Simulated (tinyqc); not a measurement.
From results back to parameters: quantum-confined Stark effect in a modulator well. Three cases, with inputs chosen for the exercise.

Problem. The shift of E_e + E_h was computed from a hidden field.

Envelopes on cells of 0.5 angstrom over the well |z| < L/2 and 45 angstrom of barrier on each side, psi = 0 beyond, psi'/m continuous (mean mass between points), c = hbar^2/2m0. The electron sees + e F z and the hole - e F z, each with its offset in the barriers; 1 kV/cm = 1e-5 eV/angstrom. Light holes, band mixing and escape by tunnelling are left out.

Constants: hbar^2/2m0 = 3.80998211 eV angstrom^2.

Find: F; local exponent d ln(shift)/d ln F.

Method. The shift grows steadily in size with F, so bisection finds one value; its slope is -e times the separation of the carriers.

Case 1.

Values chosen (near those of an InGaAs well in InAlAs; not measured data): L = 116 angstrom (well width); Vc = 0.495 eV (conduction offset); Vv = 0.204 eV (heavy-hole offset); me = 0.0416 m0 (electron, well); meb = 0.0765 m0 (electron, barrier); mh = 0.354 m0 (heavy hole along z, well); mhb = 0.439 m0 (heavy hole, barrier).

shift = -16.300 meV

Solution.

F = 74.0 kV/cm
local exponent d ln(shift)/d ln F = 1.70

Case 2.

Values chosen (near those of a GaAs well in AlGaAs; not measured data): L = 138 angstrom (well width); Vc = 0.257 eV (conduction offset); Vv = 0.137 eV (heavy-hole offset); me = 0.0664 m0 (electron, well); meb = 0.0926 m0 (electron, barrier); mh = 0.347 m0 (heavy hole along z, well); mhb = 0.375 m0 (heavy hole, barrier).

shift = -11.768 meV

Solution.

F = 43.0 kV/cm
local exponent d ln(shift)/d ln F = 1.73

Case 3.

Values chosen (near those of an InGaAs well in InAlAs; not measured data): L = 114 angstrom (well width); Vc = 0.484 eV (conduction offset); Vv = 0.211 eV (heavy-hole offset); me = 0.0425 m0 (electron, well); meb = 0.0716 m0 (electron, barrier); mh = 0.372 m0 (heavy hole along z, well); mhb = 0.412 m0 (heavy hole, barrier).

shift = -29.701 meV

Solution.

F = 109.0 kV/cm
local exponent d ln(shift)/d ln F = 1.63

Computed by tinyqc, one run a case: `OMP_NUM_THREADS=1 python tinyqc.py N N+1 out.jsonl` with N = 1252445, 1252447, 1252557; one thread of a shared Intel(R) Xeon(R) Processor @ 2.30GHz, about 0.1 s a run at most.
